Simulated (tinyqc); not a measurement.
Three-band (Emery) model of a CuO2 plane downfolded to one band: one step. The one-band model at k. Three cases, with inputs chosen for the exercise.

Problem. Evaluate the one-band form at k with e0 and t alone, with t' added, and with all four hoppings.

One-band form E = e0 - 2t (cos kx + cos ky) - 4t' cos kx cos ky - 2t'' (cos 2kx + cos 2ky) - 4t''' (cos 2kx cos ky + cos kx cos 2ky), k in 1/a. Each hopping is minus the mean of E cos(m kx) cos(n ky) over a 12 x 12 mesh, k = (j + 1/2) 2 pi/12.

Give: E.

Case 1.

Values chosen (out of a larger set: of the size used for cuprate planes; not measured data): k = (0.17, 0.21) pi/a (wave vector).

e0, t, t', t'', t''' (eV): 1.182062  0.293570  -0.013930  0.015014  -0.000438

Solution.

E (eV): (t alone) 0.2128, (t and t') 0.2507, (all four) 0.2298

The three-band value is 0.2318 eV.

Case 2.

Values chosen (out of a larger set: of the size used for cuprate planes; not measured data): k = (0.89, 0.87) pi/a (wave vector).

e0, t, t', t'', t''' (eV): 2.235800  0.507628  -0.023310  0.051104  0.001145

Solution.

E (eV): (t alone) 4.1228, (t and t') 4.2033, (all four) 4.0608

The three-band value is 4.0735 eV.

Case 3.

Values chosen (out of a larger set: of the size used for cuprate planes; not measured data): k = (0.86, 0.45) pi/a (wave vector).

e0, t, t', t'', t''' (eV): 2.343075  0.544685  -0.034585  0.055403  -0.000272

Solution.

E (eV): (t alone) 3.1584, (t and t') 3.1388, (all four) 3.1746

The three-band value is 3.1870 eV.

Computed by tinyqc, one run a case: `OMP_NUM_THREADS=1 python tinyqc.py N N+1 out.jsonl` with N = 1450959, 1451493, 1451705; one thread of a shared Intel(R) Xeon(R) Processor @ 2.30GHz, about 0.03 s a run at most.
